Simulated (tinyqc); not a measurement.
# Bandgap voltage reference from two bipolar transistors: effect of the offset of the amplifier

Two transistors of area 1 and N carry the same current I. Is(T) = Is (T/T0)^eta exp[(Vg0 q/kB)(1/T0 - 1/T)], VBE1 = Vt ln(I/Is(T)) + I rb, VBE2 = Vt ln(I/(N Is(T))) + I rb/N. The amplifier forces I R1(T) = VBE1 - VBE2 + Vos, with R(T) = R (1 + tc (T - T0)) for both resistors, and the output is Vref = VBE1 + I R2(T). Base currents and the Early effect are neglected.

Vt = kB T/q; I = (Vt ln N + Vos)/(R1(T) - rb (1 - 1/N)). Box coefficient: span of Vref between 233 and 398 K over its average over T and over 165 K. The last column is the R2 that gives zero slope at T0.

Inputs (values chosen for the exercise); values of the order met in silicon bipolar transistors:
```
symbol    value   unit                                                   meaning
T0          300      K                                     reference temperature
Vg0       1.209      V                      band-gap voltage extrapolated to 0 K
eta         3.4                   temperature exponent of the saturation current
Is      2.8e-17      A           saturation current of the unit transistor at T0
N             8                              area ratio of the second transistor
R1            4   kohm  resistor across which the difference of VBE falls, at T0
tc            0  ppm/K                 temperature coefficient of both resistors
rb            0    ohm                  series resistance of the unit transistor
R2        44.12   kohm                                     output resistor at T0
```

Constants: q = 1.602176634e-19 C, kB = 1.380649e-23 J/K. Results are converted to the units shown.

Effect of the offset of the amplifier:
```
Vos (mV)  I at T0 (uA)  Vref at T0 (V)  slope at T0 (uV/K)  box coefficient (ppm/K)  R2 for zero slope (kohm)
-5               12.19           1.231               57.91                    40.54                     42.83
-3               12.69           1.254               57.63                    39.57                     42.83
-1               13.19           1.277               57.50                    38.76                     42.84
0                13.44           1.288               57.48                    38.40                     42.84
1                13.69           1.300               57.50                    38.07                     42.84
3                14.19           1.323               57.61                    37.49                     42.83
5                14.69           1.346               57.81                    37.00                     42.83
```

As Vos goes from -5 to 5, Vref rises from 1.231 to 1.346 V and the box coefficient falls from 40.5 to 37.0 ppm/K. Each mV of offset moves Vref by 11.5 mV, about R2/R1 = 11.0 plus the change of VBE1 with the current.

Numbers from tinyqc (`OMP_NUM_THREADS=1 python tinyqc.py 2062080 2062081 out.jsonl`; about 0.02 s on one thread of a shared Intel Xeon 2.30GHz).
